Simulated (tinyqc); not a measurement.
Gate sheet resistance from two finger widths.

Question. At low frequency R = Rsh Wf/(3 L) + B/Wf, where B collects the channel and vertical terms. Find Rsh, B and the width of lowest R.

Parameters, values chosen for the exercise:
- L = 0.52 um (channel length)

input resistance of single fingers, contacted at one end, of width 1.4 and 6.1 um (ohm): [135.86081, 149.71837]

Solution. R Wf is a straight line in Wf^2; the minimum of R lies where both terms are equal.

Rsh = 32.00 ohm/square
B = 150.0 ohm um
width of lowest R = 2.704 um

Numbers from tinyqc (`OMP_NUM_THREADS=1 python tinyqc.py 2262017 2262018 out.jsonl`; about 0.01 s on one thread of a shared Intel Xeon 2.30GHz).
